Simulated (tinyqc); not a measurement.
Inputs raised by 2 %, one at a time: harmonic transition-state theory with quantum, tunnelling and friction corrections. Computed by tinyqc, a small Python program. Command: `OMP_NUM_THREADS=1 python tinyqc.py 3013862 3013863 out.jsonl rates sens`. One thread of a shared host (Intel(R) Xeon(R) Processor @ 2.30GHz), about 0.04 s of CPU time with the checks.

One atom hops between equivalent sites; three modes at the minimum and two real modes at the saddle are treated as harmonic, the rest of the crystal as unchanged; melting is ignored, so hot rows may lie above the melting point.

Inputs (values chosen for the exercise, modelled on interstitial lithium in silicon):
```
quantity,value,unit
barrier E_b,0.594,eV
imaginary frequency at the saddle nu_b,9.85,THz
temperature T,349,K
jump length d,2.35,angstrom
number of jump directions z,4,-
```

Lattice of sites: three-dimensional.

frequencies at the minimum (THz): [10.9, 13.1, 14.6]

real frequencies at the saddle (THz): [12.4, 19.4]

Constants: k_B = 8.617333262e-05 eV/K; h x 1 THz = 4.135667696 meV.

Method:
- Vineyard: nu* = product of minimum frequencies / product of real saddle frequencies; k_cl = nu* exp(-E_b/(k_B T)).
- Activation entropy S = k_B ln(nu* h/(k_B T)); for uncorrelated jumps D = z k d^2/6 and D0 = z nu* d^2/6; 1 angstrom^2 = 1e-16 cm^2.
- Quantum harmonic: k_q = (k_B T/h) [prod 2 sinh(x_i/2) (minimum) / prod 2 sinh(x_j/2) (saddle)] exp(-E_b/(k_B T)), x = h nu/(k_B T).
- Zero-point correction to the barrier = (h/2)(sum of saddle frequencies - sum of minimum frequencies).
- With u = h nu_b/(k_B T): Wigner factor 1 + u^2/24; parabolic barrier (Bell) (u/2)/sin(u/2), valid above T_c = h nu_b/(2 pi k_B); symmetric Eckart barrier: kappa = int_0^infinity P(E) exp(-(E - E_b)/(k_B T)) dE/(k_B T), P = (cosh 2a - 1)/(cosh 2a + cosh 2d), a = alpha sqrt(E/E_b), alpha = 2 pi E_b/(h nu_b), 2d = 2 sqrt(alpha^2 - pi^2/4).

Runs:
```
input moved,from,to,classical diffusivity D (cm^2/s),ratio k_q/k_cl,Eckart factor,quantum harmonic rate k_q (1/s)
base run,-,-,8.436e-12,0.9873,1.084,22623
barrier E_b (eV),0.594,0.60588,5.683e-12,0.9873,1.084,15241
imaginary frequency at the saddle nu_b (THz),9.85,10.047,8.436e-12,0.9873,1.088,22623
temperature T (K),349,355.98,1.243e-11,0.9876,1.081,33331
jump length d (angstrom),2.35,2.397,8.777e-12,0.9873,1.084,22623
```

Exponents ln(y'/y) / ln(x'/x):
```
input,classical diffusivity D,ratio k_q/k_cl,Eckart factor,quantum harmonic rate k_q
barrier E_b,-19.948,0.000,-0.003,-19.948
imaginary frequency at the saddle nu_b,0.000,0.000,0.167,0.000
temperature T,19.557,0.012,-0.157,19.568
jump length d,2.000,0.000,0.000,0.000
```

To which inputs is each result most sensitive?

Among the inputs moved here: classical diffusivity D answers most in size to barrier E_b (exponent -19.948), and about equally to temperature T (+19.557); its exponent is below 0.0005 for imaginary frequency at the saddle nu_b. Its exponent 0.000 in imaginary frequency at the saddle nu_b: the classical rate does not involve the unstable mode. Its exponent +2.000 in jump length d: D scales with the square of the jump. Ratio k_q/k_cl answers most in size to temperature T (exponent +0.012); its exponent is below 0.0005 for barrier E_b, imaginary frequency at the saddle nu_b, jump length d. Eckart factor answers most in size to imaginary frequency at the saddle nu_b (exponent +0.167), next to temperature T (-0.157); its exponent is below 0.0005 for jump length d. Quantum harmonic rate k_q answers most in size to barrier E_b (exponent -19.948), and about equally to temperature T (+19.568); its exponent is below 0.0005 for imaginary frequency at the saddle nu_b, jump length d.

Caution (all rows): h nu exceeds k_B T, so zero-point and tunnelling corrections to the classical rate matter.
